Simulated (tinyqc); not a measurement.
# Trap density from two Hall measurements

Inverse problem. p-type body, charge-sheet picture, full ionisation (an idealisation for deep acceptors), Boltzmann statistics for free electrons. e = Ec - EF at the surface. psi = Eg - Vt ln(Nv/Na) - e; N_dep = sqrt(2 eps0 eps_r Na (psi - Vt)/q); n_f = sqrt(N_dep^2 + 2 eps0 eps_r Vt Nc exp(-e/Vt)/q) - N_dep; Vg = Vfb + psi + q (N_dep + n_t + n_f)/Cox, Cox = eps0 eox/tox. Find e and n_t at both points and the mean trap density between them.

Inputs (values chosen for the exercise); band and dielectric values close to those of 4H silicon carbide:
```
symbol,value,unit,meaning
T,300,K,temperature
Eg,3.28,eV,band gap
eps_r,9.76,,relative permittivity
Nc,1.69e19,cm^-3,conduction-band density of states at T
Nv,2.51e19,cm^-3,valence-band density of states at T
eox,3.9,,relative permittivity of the insulator
tox,54,nm,insulator thickness
Na,1.4e16,cm^-3,acceptor density
Vfb,-2.13,V,flat-band voltage without trapped charge
```

Constants: q = 1.602176634e-19 C, kB = 1.380649e-23 J/K, Vt = kB T/q, eps0 = 8.8541878128e-14 F/cm where lengths are in cm. Results are converted to the units shown.

Vg (V): [2.9150022, 3.7808322]
free sheet density from the Hall effect (cm^-2): [3.5052456e9, 1.2041426e11]

Answer. Each n_f fixes e; what the gate voltage holds beyond psi, N_dep and n_f is trapped; the difference quotient is the density, smeared over a few Vt.

e (eV): [0.179, 0.0850]
n_t (cm^-2): [1.90e11, 3.70e11]
mean trap density = 1.92e12 cm^-2 eV^-1

Numbers from tinyqc (`OMP_NUM_THREADS=1 python tinyqc.py 2222126 2222127 out.jsonl`; about 0.02 s on one thread of a shared Intel Xeon 2.30GHz).
